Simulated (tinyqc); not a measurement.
Ballistic transport through the one-dimensional subbands of a rectangular nanowire or nanosheet channel: one step, computed by the program tinyqc.

Hard walls, parabolic subbands, transport along x. Energies are counted from the bulk conduction band edge at the top of the barrier, which the gate pulls down by U; the source Fermi level lies at the bulk edge when U = 0.

Task: Subbands. E_pq = (hbar^2 pi^2/2)(p^2/(m_y b^2) + q^2/(m_z a^2)); m_x = m_y = m_z = m, degeneracy g = 1; the 10 lowest subbands are kept.

Inputs (values chosen for the exercise, modelled on GaN): mass m = 0.19 m_0; height a = 2.9 nm; width b = 3.3 nm.

Valleys: single isotropic valley.

Constants: hbar^2/(2 m_0) = 3.80998212 eV angstrom^2; k_B = 8.617333262e-05 eV/K.

Give: Subbands.

Result:

Subbands:

| valley axis | p | q | E (meV) | m_x (m_0) |
|---|---|---|---|---|
| - | 1 | 1 | 417 | 0.19 |
| - | 2 | 1 | 962 | 0.19 |
| - | 1 | 2 | 1123 | 0.19 |
| - | 2 | 2 | 1668 | 0.19 |
| - | 3 | 1 | 1871 | 0.19 |
| - | 1 | 3 | 2300 | 0.19 |
| - | 3 | 2 | 2577 | 0.19 |
| - | 2 | 3 | 2845 | 0.19 |
| - | 4 | 1 | 3143 | 0.19 |
| - | 3 | 3 | 3754 | 0.19 |

Caution: confinement energies this large call for non-parabolicity and barrier penetration, which lower the subbands and raise the mass.
